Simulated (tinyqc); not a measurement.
Heavy doping: gap narrowing, degeneracy and the minority density: one step. Degeneracy of the majority band.

F_j(eta) = (1/Gamma(j + 1)) integral_0^infinity x^j dx/(1 + exp(x - eta)), which tends to exp(eta) for eta << 0.

Majority: N = Nc F_1/2(eta), eta the distance of EF beyond the majority band edge in kT. Degeneracy factor gam = F_1/2(eta)/exp(eta). ni0^2 = Nc Nv exp(-Eg/kT); product n p = ni0^2 gam exp(dEg/kT), dEg the true narrowing; apparent narrowing dEa = dEg + kT ln gam; minority density = n p/N.

Values chosen for the exercise (out of a larger set: gap and densities of states near those of Si at this temperature; narrowing constants near the fits for Si; not measured data): N = 5.5e+18 1/cm^3 (ionised donors, equal to the majority density); Nc = 5.04e+19 1/cm^3 (conduction-band density of states).

Task: Solve for eta and form gam.

Give: N/Nc; eta; gam.

Result:

N/Nc = 0.1091
eta = -2.1767
gam = 0.9622

Program tinyqc; command `OMP_NUM_THREADS=1 python tinyqc.py 1651509 1651510 out.jsonl`; about 0.01 s on one thread of a shared Intel(R) Xeon(R) Processor @ 2.30GHz.
